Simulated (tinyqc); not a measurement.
Inside a calculation. Method: sp3 tight binding, zinc-blende lattice. One step of it, computed by the program tinyqc.

Problem. Bloch Hamiltonian at k. Slater-Koster rules over the four bonds with direction cosines (l, m, n): ss V_ss; s-px l V_sp; px-s -l V_sp; px-px l^2 V_pps + (1 - l^2) V_ppp; px-py l m (V_pps - V_ppp); each times exp(i k.d).

Parameters chosen for this model: zinc-blende lattice, anion at 0, cation at a/4 (1,1,1); V = eta hbar^2 / (m d^2), hbar^2/m = 7.619964 eV angstrom^2:
```
parameter,value,unit
a,5.140000,angstrom
d,2.225685,angstrom
Es anion,-16.300000,eV
Ep anion,-7.520000,eV
Es cation,-10.530000,eV
Ep cation,-4.500000,eV
eta ss,-1.400000,
eta sp,1.840000,
eta pp sigma,3.240000,
eta pp pi,-0.810000,
V ss,-2.153542,eV
V sp,2.830370,eV
V pp sigma,4.983913,eV
V pp pi,-1.245978,eV
```

k point k (2 pi / a): 0.200000  0.640000  0.170000

Give: H(k) at k.

Solution.

H(k) at k (eV):
```
,a s,a px,a py,a pz,c s,c px,c py,c pz
a s,-16.300,0.000,0.000,0.000,-4.234+0.593i,-1.385+1.044i,-0.286+5.063i,-1.645+0.879i
a px,0.000,-7.520,0.000,0.000,1.385-1.044i,1.633-0.229i,-2.090+1.117i,-0.363+6.434i
a py,0.000,0.000,-7.520,0.000,0.286-5.063i,-2.090+1.117i,1.633-0.229i,-1.760+1.327i
a pz,0.000,0.000,0.000,-7.520,1.645-0.879i,-0.363+6.434i,-1.760+1.327i,1.633-0.229i
c s,-4.234-0.593i,1.385+1.044i,0.286+5.063i,1.645+0.879i,-10.530,0.000,0.000,0.000
c px,-1.385-1.044i,1.633+0.229i,-2.090-1.117i,-0.363-6.434i,0.000,-4.500,0.000,0.000
c py,-0.286-5.063i,-2.090-1.117i,1.633+0.229i,-1.760-1.327i,0.000,0.000,-4.500,0.000
c pz,-1.645-0.879i,-0.363-6.434i,-1.760-1.327i,1.633+0.229i,0.000,0.000,0.000,-4.500
```
